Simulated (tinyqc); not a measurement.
Biaxially strained (001) channel, valley splitting in an inversion layer: effect of the temperature.

A thin layer grown on a relaxed buffer is stretched in the plane. The two valleys with their long axis along the growth direction (D2) sink against the four in-plane ones (D4); confinement in a triangular well splits them too. Only the lowest subband of each set is kept; one relaxation time, so the weakening of intervalley scattering is left out.

e_par = b1 x, e_perp = -2 (c12/c11) e_par, splitting D = Xu (e_par - e_perp), in-plane stress (c11 + c12 - 2 c12^2/c11) e_par. Levels E(m) = 2.33811 (hbar^2 q^2 F^2/(2 m))^(1/3): E2 = E(ml), E4 = E(mt) + D; N2 = 2 mt kB T/(pi hbar^2), N4 = 4 sqrt(mt ml) kB T/(pi hbar^2). EF solves Ns = N2 ln(1 + exp((EF - E2)/Vt)) + N4 ln(1 + exp((EF - E4)/Vt)); f2 is the share in D2, and 1/mc = f2/mt + (1 - f2)(1/mt + 1/ml)/2. The gain is mc(x = 0)/mc.

Parameters, values chosen for the exercise; values close to those of silicon on relaxed silicon-germanium: germanium share of the relaxed buffer x = 0.16; lattice mismatch per unit x b1 = 0.0418; elastic constant c11 = 164 GPa; elastic constant c12 = 62.4 GPa; shear deformation potential Xu = 8.99 eV; longitudinal mass ml = 0.917 m0; transverse mass mt = 0.184 m0; confining field F = 0.31 MV/cm; inversion density Ns = 1e12 cm^-2.

Constants: q = 1.602176634e-19 C, kB = 1.380649e-23 J/K, hbar = 1.054571817e-34 J s, m0 = 9.1093837015e-31 kg, Vt = kB T/q, hbar^2/(2 m0) = 0.0380998212 eV nm^2. Results are converted to the units shown.

The same in every row: D (meV) = 105.9.

Effect of the temperature:
```
T (K)  f2 without strain      f2  mc (m0)   gain
150               0.9335   1.000   0.1840  1.027
195               0.8468  0.9997   0.1840  1.065
240               0.7554  0.9980   0.1841  1.107
285               0.6741  0.9932   0.1845  1.147
330               0.6067  0.9837   0.1852  1.179
375               0.5520  0.9687   0.1863  1.203
420               0.5078  0.9482   0.1879  1.219
465               0.4718  0.9230   0.1898  1.229
```

Read the table: what changes, and by how much?

As T goes from 150 to 465 K, f2 falls from 1.00 to 0.923 (without strain: it falls from 0.933 to 0.472) and the gain rises from 1.03 to 1.23.

Computed by the program tinyqc: `OMP_NUM_THREADS=1 python tinyqc.py 2530130 2530131 out.jsonl`, one thread of a shared Intel Xeon 2.30GHz, about 0.01 s for the whole run.
